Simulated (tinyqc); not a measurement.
Worked calculation: UHF in the sto-3g basis, for Be+, spin multiplicity 2. This run ends on a higher stationary point, not on the lowest solution. One step of it, computed by the program tinyqc.

Problem. Iteration 3: diagonalisation and new density. A level shift of 1 hartree raises the virtual space: F + shift (S - S D(s) S), with D(s) the density of one spin. Diagonalise F' = X^T F X, C = X C', fill 2 alpha and 1 beta electrons from the bottom; D(s) = C_occ C_occ^T; the new density keeps 0.5 of the old one (damping). Each column has its largest component positive (the first on a tie).

extrapolated F(alpha) (hartree), order 1Be 1s, 1Be 2s, 1Be 2px, 1Be 2py, 1Be 2pz:
$$\begin{pmatrix}
-4.929717 & -1.422112 & -0.004978 & -0.005814 & 0.001492 \\
-1.422112 & -0.712935 & -0.003829 & 0.002813 & -0.018092 \\
-0.004978 & -0.003829 & -0.125084 & 0.010856 & -0.034402 \\
-0.005814 & 0.002813 & 0.010856 & -0.147859 & 0.095817 \\
0.001492 & -0.018092 & -0.034402 & 0.095817 & -0.471878
\end{pmatrix}$$

extrapolated F(beta) (hartree), order 1Be 1s, 1Be 2s, 1Be 2px, 1Be 2py, 1Be 2pz:
$$\begin{pmatrix}
-5.028207 & -1.416773 & 0.000236 & 0.000726 & -0.001262 \\
-1.416773 & -0.618692 & 0.001982 & -0.001850 & 0.010408 \\
0.000236 & 0.001982 & -0.097430 & -0.002040 & 0.007160 \\
0.000726 & -0.001850 & -0.002040 & -0.093758 & -0.017059 \\
-0.001262 & 0.010408 & 0.007160 & -0.017059 & -0.033074
\end{pmatrix}$$

X, order 1Be 1s, 1Be 2s, 1Be 2px, 1Be 2py, 1Be 2pz:
$$\begin{pmatrix}
0.821727 & 0.000000 & 0.000000 & 0.000000 & 0.630061 \\
-0.821727 & 0.000000 & 0.000000 & 0.000000 & 0.630061 \\
0.000000 & 1.000000 & 0.000000 & 0.000000 & 0.000000 \\
0.000000 & 0.000000 & 1.000000 & 0.000000 & 0.000000 \\
0.000000 & 0.000000 & 0.000000 & 1.000000 & 0.000000
\end{pmatrix}$$

D(alpha) after iteration 2, order 1Be 1s, 1Be 2s, 1Be 2px, 1Be 2py, 1Be 2pz:
$$\begin{pmatrix}
0.979105 & -0.039670 & 0.088723 & 0.092530 & 0.002733 \\
-0.039670 & 0.008580 & -0.003753 & -0.024547 & 0.054374 \\
0.088723 & -0.003753 & 0.027123 & -0.007283 & 0.094772 \\
0.092530 & -0.024547 & -0.007283 & 0.086312 & -0.248224 \\
0.002733 & 0.054374 & 0.094772 & -0.248224 & 0.919470
\end{pmatrix}$$

D(beta) after iteration 2, order 1Be 1s, 1Be 2s, 1Be 2px, 1Be 2py, 1Be 2pz:
$$\begin{pmatrix}
0.741193 & 0.020986 & 0.006771 & -0.013138 & 0.053552 \\
0.020986 & 0.000886 & 0.001298 & -0.002282 & 0.009643 \\
0.006771 & 0.001298 & 0.004254 & -0.007359 & 0.031283 \\
-0.013138 & -0.002282 & -0.007359 & 0.012732 & -0.054118 \\
0.053552 & 0.009643 & 0.031283 & -0.054118 & 0.230042
\end{pmatrix}$$

overlap S, order 1Be 1s, 1Be 2s, 1Be 2px, 1Be 2py, 1Be 2pz:
$$\begin{pmatrix}
1.000000 & 0.259517 & 0.000000 & 0.000000 & 0.000000 \\
0.259517 & 1.000000 & 0.000000 & 0.000000 & 0.000000 \\
0.000000 & 0.000000 & 1.000000 & 0.000000 & 0.000000 \\
0.000000 & 0.000000 & 0.000000 & 1.000000 & 0.000000 \\
0.000000 & 0.000000 & 0.000000 & 0.000000 & 1.000000
\end{pmatrix}$$

Give: F' = X^T F X; orbital energies; coefficients C; F' = X^T F X; orbital energies; coefficients C; D(alpha) after iteration 3; D(beta) after iteration 3.

Solution.

F' = X^T F X (alpha) (hartree):
$$\begin{pmatrix}
-1.2847 & -0.0572 & -0.0783 & 0.0475 & -2.6518 \\
-0.0572 & 0.8478 & 0.0181 & -0.1292 & -0.0730 \\
-0.0783 & 0.0181 & 0.7658 & 0.3440 & -0.0558 \\
0.0475 & -0.1292 & 0.3440 & -0.3913 & -0.0558 \\
-2.6518 & -0.0730 & -0.0558 & -0.0558 & -2.9411
\end{pmatrix}$$

orbital energies (alpha) (hartree): MO1 -4.8941, MO2 -0.5033, MO3 0.6691, MO4 0.8478, MO5 0.8770

coefficients C (alpha), order 1Be 1s, 1Be 2s, 1Be 2px, 1Be 2py, 1Be 2pz:
$$\begin{pmatrix}
0.9942 & -0.0190 & -0.2853 & -0.0459 & 0.0000 \\
0.0208 & 0.0673 & 1.0298 & 0.0827 & 0.0000 \\
0.0162 & 0.0950 & -0.0630 & 0.7026 & 0.7022 \\
0.0159 & -0.2626 & -0.0392 & 0.6971 & -0.6659 \\
0.0030 & 0.9580 & -0.0720 & 0.1160 & -0.2521
\end{pmatrix}$$

F' = X^T F X (beta) (hartree):
$$\begin{pmatrix}
-1.1589 & -0.0048 & 0.0087 & -0.0363 & -2.6404 \\
-0.0048 & 0.8983 & 0.0053 & -0.0241 & -0.0050 \\
0.0087 & 0.0053 & 0.8935 & 0.0371 & 0.0115 \\
-0.0363 & -0.0241 & 0.0371 & 0.7369 & -0.0444 \\
-2.6404 & -0.0050 & 0.0115 & -0.0444 & -2.8603
\end{pmatrix}$$

orbital energies (beta) (hartree): MO1 -4.7843, MO2 0.7254, MO3 0.7648, MO4 0.9017, MO5 0.9019

coefficients C (beta), order 1Be 1s, 1Be 2s, 1Be 2px, 1Be 2py, 1Be 2pz:
$$\begin{pmatrix}
0.9930 & 0.0139 & -0.2931 & -0.0010 & 0.0000 \\
0.0254 & -0.0870 & 1.0315 & 0.0048 & 0.0000 \\
0.0013 & 0.1409 & 0.0086 & 0.6979 & 0.7022 \\
-0.0026 & -0.2158 & -0.0214 & 0.7139 & -0.6659 \\
0.0104 & 0.9625 & 0.0806 & 0.0583 & -0.2521
\end{pmatrix}$$

D(alpha) after iteration 3, order 1Be 1s, 1Be 2s, 1Be 2px, 1Be 2py, 1Be 2pz:
$$\begin{pmatrix}
0.9839 & -0.0102 & 0.0515 & 0.0567 & -0.0062 \\
-0.0102 & 0.0068 & 0.0015 & -0.0209 & 0.0594 \\
0.0515 & 0.0015 & 0.0182 & -0.0160 & 0.0929 \\
0.0567 & -0.0209 & -0.0160 & 0.0778 & -0.2499 \\
-0.0062 & 0.0594 & 0.0929 & -0.2499 & 0.9186
\end{pmatrix}$$

D(beta) after iteration 3, order 1Be 1s, 1Be 2s, 1Be 2px, 1Be 2py, 1Be 2pz:
$$\begin{pmatrix}
0.8637 & 0.0231 & 0.0040 & -0.0079 & 0.0319 \\
0.0231 & 0.0008 & 0.0007 & -0.0012 & 0.0050 \\
0.0040 & 0.0007 & 0.0021 & -0.0037 & 0.0156 \\
-0.0079 & -0.0012 & -0.0037 & 0.0064 & -0.0271 \\
0.0319 & 0.0050 & 0.0156 & -0.0271 & 0.1151
\end{pmatrix}$$
